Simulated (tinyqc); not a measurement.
Phase shift across the band: Koster-Slater impurity in a tight-binding band, by Green functions and by supercells. Computed by tinyqc, a small Python program. Command: `OMP_NUM_THREADS=1 python tinyqc.py 3002063 3002064 out.jsonl kosterslater walk`. One thread of a shared host (Intel(R) Xeon(R) Processor @ 2.30GHz), about 0.04 s of CPU time with the checks.

One orbital per site, e(k) = -2 t sum cos(k_i) over 2 direction(s), band from -4 t to 4 t, lattice constant 1. One site has the extra energy U. Spin is left out.

Inputs (values chosen for the exercise, for a model band): hopping t = 0.55 eV; impurity potential U = 2.87 eV; broadening eta = 0.083 eV.

Lattice: square.

Method:
- Outside the band G0(E) = (2/(pi E)) K(m), m = 16 t^2/E^2, K the complete elliptic integral with parameter m.
- A bound state solves 1/U = G0(E).
- Bisection in ln(distance from the edge) between 1e-5 t and |U| + t. Weight on the impurity site: -1/(U^2 dG0/dE), by a central difference with step min(1e-4 t, distance/30). Decay length along an axis: 1/arccosh(1 + distance/(2 t)).
- Inside the band G0(z), z = E + i eta, comes from the chain form 1/(sqrt(y - 2t) sqrt(y + 2t)) (principal roots) at y = z + 2 t cos k, averaged over k in (0, pi) with 200 Gauss-Legendre points.
- delta/pi = -arg(1 - U G0)/pi counts the states added below E (Friedel); host DOS = -Im G0/pi, DOS on the impurity = -Im[G0/(1 - U G0)]/pi; 13 evenly spaced energies from -(band edge + |U| + 2t) to +(band edge + |U| + 2t).

distance from the band edge = 1.10470 eV

level E_b = 3.30470 eV

Across the spectrum:
```
E (eV),Re G0 (1/eV),host DOS (1/eV),DOS on the impurity (1/eV),delta/pi
-6.1700,-0.16759,0.00077,0.00035,-0.00149
-5.1417,-0.20437,0.00116,0.00046,-0.00211
-4.1133,-0.26384,0.00202,0.00065,-0.00330
-3.0850,-0.38336,0.00483,0.00109,-0.00660
-2.0567,-0.68502,0.12797,0.01263,-0.11810
-1.0283,-0.46158,0.20224,0.02317,-0.21172
0.0000,0.00000,0.42945,0.02685,-0.41955
1.0283,0.46158,0.20224,0.05895,-0.55610
2.0567,0.68502,0.12797,0.05651,-0.72187
3.0850,0.38336,0.00483,0.40410,-0.86963
4.1133,0.26384,0.00202,0.03407,-0.02383
5.1417,0.20437,0.00116,0.00681,-0.00808
6.1700,0.16759,0.00077,0.00285,-0.00425
```

delta/pi starts and ends near zero (-0.001 and -0.004): the impurity moves states but creates none. delta/pi is negative in the band, down to -0.87 among these rows (-1 just below the level for small eta), and the lost state returns at the level above the band (3.305 eV).

Extremes, crossings and ranges named in words are read from the listed rows.
